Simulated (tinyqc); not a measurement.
Punch-through p+-n junction, ionisation integral and breakdown: two steps of the calculation.

A p+ layer at x < 0 and an n drift layer from x = 0 to L on an n+ substrate. Depletion approximation, built-in voltage neglected. Local ionisation coefficients alpha_n = an exp(-(bn/E)^mx), alpha_p = ap exp(-(bp/E)^mx). Electrons move towards +x, holes towards x = 0.

Inputs (values chosen for the exercise); material values close to those of gallium nitride: relative permittivity eps_r = 9.68; prefactor of the electron ionisation coefficient an = 2.86e8 1/cm; field constant for electrons bn = 3.22e7 V/cm; prefactor of the hole ionisation coefficient ap = 1.37e8 1/cm; field constant for holes bp = 2.11e7 V/cm; exponent mx = 1; donor density of the drift layer N = 8.2e15 cm^-3; thickness of the drift layer L = 5.5 um; reverse voltage V = 1040 V; share of the depleted width that the grid covers fr = 1.

Constants: q = 1.602176634e-19 C, eps0 = 8.8541878128e-14 F/cm where lengths are in cm. Results are converted to the units shown.

Task 1. Field and ionisation coefficients on a grid. W = sqrt(2 eps0 eps_r V/(q N)), peak field E0 = q N W/(eps0 eps_r), falling linearly to 0 at W; if W > L the layer is punched through: W = L, E0 = V/L + q N L/(2 eps0 eps_r), falling linearly to E1 = V/L - q N L/(2 eps0 eps_r). Grid: 13 equal steps from 0 to fr W.

Wanted: W; x; E; alpha_n; alpha_p.

Result 1.

W = 5.5000 um

```
point  x (um)  E (kV/cm)  alpha_n (1/cm)  alpha_p (1/cm)
0      0.0000     2312.4          256.43           14927
1      0.4231     2247.6          171.58           11472
2      0.8462     2182.7          112.10          8679.7
3      1.2692     2117.9          71.356          6455.8
4      1.6923     2053.0          44.143          4712.8
5      2.1154     1988.2          26.465          3370.5
6      2.5385     1923.3          15.329          2356.6
7      2.9615     1858.5          8.5467          1607.0
8      3.3846     1793.6          4.5681          1066.0
9      3.8077     1728.8          2.3295          685.64
10     4.2308     1663.9          1.1272          426.10
11     4.6538     1599.1         0.51422          254.78
12     5.0769     1534.2         0.21953          145.86
13     5.5000     1469.4        0.086936          79.491
```

Task 2. Ionisation integrals by the trapezoid rule. G(x) = integral from 0 to x of (alpha_n - alpha_p); I_n = integral of alpha_n exp(-G) (electrons injected at x = 0), I_p = integral of alpha_p exp(G(end) - G) (holes injected at the far edge); M = 1/(1 - I). All integrals by the trapezoid rule on the grid.

```
point     x (um)  alpha_n (1/cm)  alpha_p (1/cm)
0      0.0000000       256.42514       14927.248
1      0.4230769       171.58147       11472.019
2      0.8461538       112.10154       8679.7196
3      1.2692308       71.356205       6455.8446
4      1.6923077       44.142613       4712.7998
5      2.1153846       26.465351       3370.4566
6      2.5384615       15.329014       2356.5703
7      2.9615385       8.5467155       1607.0381
8      3.3846154       4.5681188       1065.9814
9      3.8076923       2.3295064       685.64253
10     4.2307692       1.1271772       426.09522
11     4.6538462      0.51421945       254.77615
12     5.0769231      0.21952804       145.85762
13     5.5000000     0.086936361       79.490951
```

Give: G; alpha_n exp(-G); I_n; I_p; M_n; M_p.

Result 2.

```
point        G  alpha_n exp(-G) (1/cm)
0       0.0000                  256.43
1      -0.5494                  297.21
2      -0.9697                  295.62
3      -1.2860                  258.18
4      -1.5198                  201.79
5      -1.6893                  143.33
6      -1.8096                   93.63
7      -1.8929                   56.74
8      -1.9492                   32.08
9      -1.9861                   16.97
10     -2.0095                    8.41
11     -2.0239                    3.89
12     -2.0323                    1.68
13     -2.0371                    0.67
```

I_n = 0.065072
I_p = 0.86867
M_n = 1.0696
M_p = 7.6145

Numbers from tinyqc (`OMP_NUM_THREADS=1 python tinyqc.py 2120014 2120015 out.jsonl`; about 0.1 s on one thread of a shared Intel Xeon 2.30GHz).
